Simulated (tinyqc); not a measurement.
Cell size and critical density at another thickness.

Problem. In the cell model of oxide breakdown (cubic cells of edge a, defect density growing as t^al) the Weibull slope is beta = al tox/a, and for small l the critical density is N_bd = a^(-3) (A/a^2)^(-a/tox). Find a from the slope, and then the area A and the slope at 11.2 nm.

Values chosen for this exercise: exponent of defect growth al = 1.

Weibull slope at a thickness of 7 nm = 5
N_bd there, small-l form = 4.1862185e18 cm^-3

Solution. a = al tox/beta, and A = a^2 (a^3 N_bd)^(-tox/a).

a = 1.400 nm
A = 9800 um^2
slope = 8.000

Numbers from tinyqc (`OMP_NUM_THREADS=1 python tinyqc.py 2070070 2070071 out.jsonl`; about 0.01 s on one thread of a shared Intel Xeon 2.30GHz).
